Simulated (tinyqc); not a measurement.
Changing the electric field F: hot carriers by balance equations with a heated Maxwellian. Computed by tinyqc, a small Python program. Command: `OMP_NUM_THREADS=1 python tinyqc.py 3005689 3005690 out.jsonl hot sweep`. One thread of a shared host (Intel(R) Xeon(R) Processor @ 2.30GHz), about 0.06 s of CPU time with the checks.

The carriers follow a Maxwellian at an electron temperature T_e, slightly displaced; the drift energy is neglected against k_B T_e. The balance averages the rate, not the time, so mu_0 lies below the relaxation-time value.

Inputs (values chosen for the exercise, modelled on electrons in diamond):

| quantity | value | unit |
|---|---|---|
| effective mass m | 0.481 | m_0 |
| density rho | 3515 | kg/m^3 |
| sound velocity v_l | 17900 | m/s |
| acoustic deformation potential D_A | 9.2 | eV |
| phonon energy hbar w | 140 | meV |
| optical or intervalley deformation potential D_o | 9 | 1e8 eV/cm |
| final valleys Z_f | 5 | - |
| lattice temperature T | 200 | K |
| mixing | 0.2 | - |
| iteration cap | 300 | - |

Band: parabolic. Solver: damped fixed point.

Constants: k_B = 8.617333262e-05 eV/K; k_B = 1.380649e-23 J/K; e = 1.602176634e-19 C; hbar = 1.054571817e-34 J s; m_0 = 9.1093837015e-31 kg; hbar = 6.582119569e-16 eV s.

Method:
- Parabolic band: E = hbar^2 k^2/(2 m), speed v = hbar k/m, states per spin, volume and energy g(E) = m k/(2 pi^2 hbar^2). Masses are multiplied by m_0 and all formulas are in SI units.
- Phonon occupation N_q = 1/(exp(hbar w/(k_B T)) - 1).
- Acoustic deformation potential (elastic, equipartition, absorption and emission together): 1/tau = 2 pi k_B T D_A^2 g(E)/(hbar rho v_l^2).
- Optical or intervalley deformation potential: 1/tau = (pi Z_f D_o^2/(rho w)) [N_q g(E + hbar w) + (N_q + 1) g(E - hbar w)], with g = 0 below the band edge.
- Averages over the Maxwellian, <y> = int y x^(1/2) exp(-x) dx / int x^(1/2) exp(-x) dx with x = E/(k_B T_e), split at x_0 = hbar w/(k_B T_e): 64 Gauss-Legendre points in sqrt(x) below it and 128 in sqrt(x - x_0) above it, up to x = 32. Momentum balance: mu(T_e) = e/(m nu), nu = <x (sum of rates)>/<x>. Power lost per carrier: P(T_e) = hbar w <emission rate - absorption rate> + <(2 m v_l^2/(k_B T)) (E - 2 k_B T) acoustic rate>.
- Energy relaxation time at weak heating: tau_E = (3/2) k_B / (dP/dT_e), the derivative by a central difference of +/- 0.5 K at T_e = T.
- Fixed point: T_out = T + (T_e - T) e mu(T_e) F^2/P(T_e), T_new = T_e + mixing (T_out - T_e).
- Start at T_e = 1.5 T; stop when T_e moves by less than 1e-6 K or exceeds 1e6 K.
- v = mu(T_e) F; warm-carrier coefficient (mu/mu_0 - 1)/F^2.

One run for each value:

| electric field F (kV/cm) | drift velocity (1e7 cm/s) | electron temperature T_e (K) | mu/mu_0 |
|---|---|---|---|
| 0.1 | 0.0765 | 202.7 | 0.98842 |
| 0.22 | 0.1619 | 211.4 | 0.95128 |
| 0.46 | 0.3035 | 233.8 | 0.85281 |
| 1 | 0.5147 | 277.1 | 0.66525 |
| 2.2 | 0.7515 | 341.8 | 0.44154 |
| 4.6 | 0.9570 | 427.6 | 0.26891 |
| 10 | 1.1519 | 565.4 | 0.14889 |
| 22 | 1.3440 | 815.2 | 0.07897 |
| 46 | 1.5346 | 1318.4 | 0.04312 |
| 100 | 1.7408 | 2849.0 | 0.02250 |

Over the rows, drift velocity (1e7 cm/s) rises from 0.0765 to 1.74 (exponent d ln y / d ln x 0.95 between the first rows and 0.16 between the last); electron temperature T_e (K) rises from 203 to 2850 (exponent d ln y / d ln x 0.053 between the first rows and 0.99 between the last); mu/mu_0 falls from 0.988 to 0.0225 (exponent d ln y / d ln x -0.049 between the first rows and -0.84 between the last). At the low end the exponent of drift velocity is 0.95, close to 1: Ohm's law. The mobility has lost 10 % between 0.220 and 0.460 kV/cm.

Caution (rows 0.100, 0.220, 0.460, 1.00, 2.20, 4.60, 10.0, 22.0, 46.0): the drift energy m v^2/2 is not small against the heating (3/2) k_B (T_e - T), so T_e - T is rough. Caution (rows 100): k_B T_e exceeds 0.12 eV, where non-parabolicity and a non-Maxwellian tail matter.

Extremes, crossings and ranges named in words are read from the listed rows.
